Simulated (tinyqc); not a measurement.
# From ratio R back to photon energy

Model: X-ray photoelectron analysis of a thin oxide on a semiconductor: attenuation lengths, thickness, angle series and band offsets. Computed by tinyqc, a small Python program. Command: `OMP_NUM_THREADS=1 python tinyqc.py 3113367 3113368 out.jsonl xps inv`. One thread of a shared host (Intel(R) Xeon(R) Processor @ 2.30GHz), about 0.01 s of CPU time with the checks.

The same element is seen in the oxide and in the substrate, at nearly the same kinetic energy; films are flat and uniform, and the work function is ignored.

Inputs (values chosen for the exercise, modelled on SiO2 on silicon):

| quantity | value | unit |
|---|---|---|
| binding energy of the core level | 99.4 | eV |
| oxide density | 2.2 | g/cm^3 |
| oxide formula mass | 60.08 | g/mol |
| valence electrons per oxide formula | 16 | - |
| oxide gap | 8.91 | eV |
| substrate density | 2.33 | g/cm^3 |
| substrate formula mass | 28.09 | g/mol |
| valence electrons per substrate formula | 4 | - |
| substrate gap | 1.12 | eV |
| oxide thickness d | 0.63 | nm |
| emission angle from the normal | 0 | degrees |
| attenuation length over inelastic mean free path | 0.87 | - |
| carbon overlayer | 0.4 | nm |

Method:
- TPP-2M: lambda = E/(E_p^2 [b ln(c E) - C/E + D/E^2]) in angstrom, E_p = 28.8 sqrt(N_v rho/M), b = -0.10 + 0.944/sqrt(E_p^2 + E_g^2) + 0.069 rho^0.1, c = 0.191/sqrt(rho), U = N_v rho/M, C = 1.97 - 0.91 U, D = 53.4 - 20.8 U, with E = photon energy less binding energy in eV.
- Attenuation length L = factor x lambda.
- R_0 = (rho_o/M_o) L_o/((rho_s/M_s) L_s); peak ratio R = I_ox/I_sub = R_0 [exp(d/(L_o cos theta)) - 1]; hence d = L_o cos theta ln(1 + R/R_0). A carbon layer weakens both peaks alike, by exp(-d_C/(L_o cos theta)) if its L is taken equal to L_o. This R_0 leaves out intrinsic losses from the substrate peak, so calibrated values can be larger.

Task: A run gave the result below. Find the photon energy, known to lie between 470 and 940 eV.

ratio R = 0.2608755

Result:

Each step takes the trial c = (a f_b - b f_a)/(f_b - f_a), f being the result less the target and a, b, c the logarithms of the listed values; c replaces end b, the old b replaces a if the sign of f changed, and otherwise f_a is halved.

Scan of the range:

| photon energy (eV) | ratio R |
|---|---|
| 470 | 0.362397 |
| 528 | 0.319045 |
| 592 | 0.282299 |
| 665 | 0.249958 |
| 746 | 0.222168 |
| 837 | 0.197859 |
| 940 | 0.176381 |

False position (Illinois rule, in the logarithm of the input) inside the bracket:

| step | end a | end b | trial | ratio R |
|---|---|---|---|---|
| 1 | 592.000 | 665.000 | 639.403 | 0.260364 |
| 2 | 592.000 | 639.403 | 637.161 | 0.261319 |
| 3 | 639.403 | 637.161 | 638.201 | 0.260875 |
| 4 | 637.161 | 638.201 | 638.200 | 0.260875 |
| 5 | 637.161 | 638.200 | 638.200 | 0.260876 |
| 6 | 638.200 | 638.200 | 638.200 | 0.260875 |

Ratio R falls at every point of a 13-point scan of the range (every second point is shown), so one value fits; it is bracketed by 592 and 665. Answer: photon energy = 638.2 eV.
